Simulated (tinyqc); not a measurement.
Landau levels of massive Dirac electrons in two valleys: one step. The lowest levels.

H = hv (tau kx sx + ky sy) + (D/2) sz. Conduction levels E_N = sqrt(D^2/4 + 2N hv^2/l^2) - D/2 from the band edge; N = 1, 2, ... occur in both valleys, N = 0 in one valley only (its partner in the other valley lies at the valence edge). Each state is twofold in spin; spin splittings are left out.

In a field B along z: l = 1/sqrt((e/hbar) B) is the magnetic length, n_B = B/(h/e) the number of states per area in one level, hbar wc = 2 muB B/m for mass m in m0; 1/angstrom^2 = 1e16/cm^2.

Constants: e/hbar = 1.519267448e-05 1/(T angstrom^2); h/e = 413566.7697 T angstrom^2; muB = 5.788381798e-05 eV/T.

Values chosen for the exercise (out of a larger set: a gapped graphene sheet; not measured data): hv = 6.74 eV angstrom (hbar v); D = 0.15 eV (gap); B = 7.9 T (magnetic field).

Question. List the eight lowest, in meV, with the gap to the next.

Give: a table of label, E (meV), gap above (meV).

Answer.

Levels:
```
label  E (meV)  gap above (meV)
0        0.000           53.568
1       53.568           37.065
2       90.633           30.170
3      120.803           26.106
4      146.909           23.342
5      170.251           21.306
6      191.557           19.725
7      211.282           18.451
```

The largest of these gaps, 53.57 meV, first occurs above level 0 and is kB T at 622 K.

Run: tinyqc, `OMP_NUM_THREADS=1 python tinyqc.py 1281115 1281116 out.jsonl`; Intel(R) Xeon(R) Processor @ 2.30GHz, one thread, shared host; about 0.01 s of CPU time with all checks.
